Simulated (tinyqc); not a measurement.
Gaussian against the exact two-step profile: two-step dopant diffusion (predeposition and drive-in) with a constant diffusivity. Computed by tinyqc, a small Python program. Command: `OMP_NUM_THREADS=1 python tinyqc.py 3025440 3025441 out.jsonl dopdiff walk`. One thread of a shared host (Intel(R) Xeon(R) Processor @ 2.30GHz), about 0.05 s of CPU time with the checks.

Fick diffusion into a half space x > 0 whose background doping C_B is of the opposite type, so that a junction lies where C = C_B.

Inputs (values chosen for the exercise, modelled on antimony in silicon): prefactor D0 = 5.22 cm^2/s; activation energy E = 3.85 eV; surface concentration C_s = 2.7e+19 1/cm^3; background doping C_B = 3.3e+16 1/cm^3; predeposition temperature T1 = 875 C; predeposition time t1 = 10 min; drive-in temperature T2 = 1075 C; drive-in time t2 = 20 min; ramp rate = 10 C/min; stand-by temperature = 750 C.

Furnace ramps of the drive-in: linear ramps.

Constants: k_B = 8.617333262e-05 eV/K.

Method:
- D = D0 exp(-E/(k_B T)).
- Temperatures in kelvin are T(C) + 273.15.
- Times in seconds are 60 times the minutes.
- One ramp between the stand-by temperature and T2 adds int D dT / rate (40-point Gauss-Legendre); the usual estimate counts it as an extra time k_B T2^2/(E rate) at T2. (Dt)2 = D2 t2 + two ramps, times in seconds.
- C = C_s erfc(x/(2 sqrt(D1 t1))); dose Q = 2 C_s sqrt(D1 t1/pi); the junction solves erfc(z) = C_B/C_s with x_j = 2 z sqrt(D1 t1).
- With a sealed surface and a thin source, C = Q/sqrt(pi (Dt)2) exp(-x^2/(4 (Dt)2)); x_j = 2 sqrt((Dt)2 ln(C(0)/C_B)); gradient at the junction |dC/dx| = C_B x_j/(2 (Dt)2).
- Exact two-step profile: C = (2 C_s/pi) int_0^alpha exp(-beta (1 + u^2))/(1 + u^2) du with alpha = sqrt(D1 t1/(Dt)2), beta = x^2/(4 (D1 t1 + (Dt)2)).
- The integral takes 48 Gauss-Legendre points; solve C(x) = C_B.
- Gaussian: C = Q/sqrt(pi (Dt)2) exp(-x^2/(4 (Dt)2)).
- Depths are fractions of the Gaussian x_j.

surface concentration C(0) (Gaussian) = 5.76225e+17 1/cm^3

junction depth x_j = 0.200462 um

drive-in budget (Dt)2 = 3.51268e-11 cm^2

product D1 t1 = 3.94761e-14 cm^2

exact junction depth = 0.200524 um

Profiles:
```
x/x_j   x (um)  Gaussian (1/cm^3)  exact (1/cm^3)   ratio
0.0    0.00000         5.7622e+17      5.7601e+17  1.0004
0.2    0.04009         5.1394e+17      5.1379e+17  1.0003
0.4    0.08018         3.6464e+17      3.6462e+17  1.0000
0.6    0.12028         2.0580e+17      2.0588e+17  0.9996
0.8    0.16037         9.2398e+16      9.2490e+16  0.9990
1.0    0.20046         3.3000e+16      3.3058e+16  0.9982
1.2    0.24055         9.3756e+15      9.4010e+15  0.9973
```

With D1 t1/(Dt)2 = 0.0011, the Gaussian is 0.037 % high at the surface and 0.18 % low at its own junction; the exact junction lies at 0.2005 um, 0.031 % deeper. The dose is the same, but the real source already has a width, which is negligible here. Caution: C_s exceeds the intrinsic carrier density of silicon at the predeposition temperature (2e18 to 1e19 per cm^3), where real diffusivities rise with concentration and profiles turn box-like.
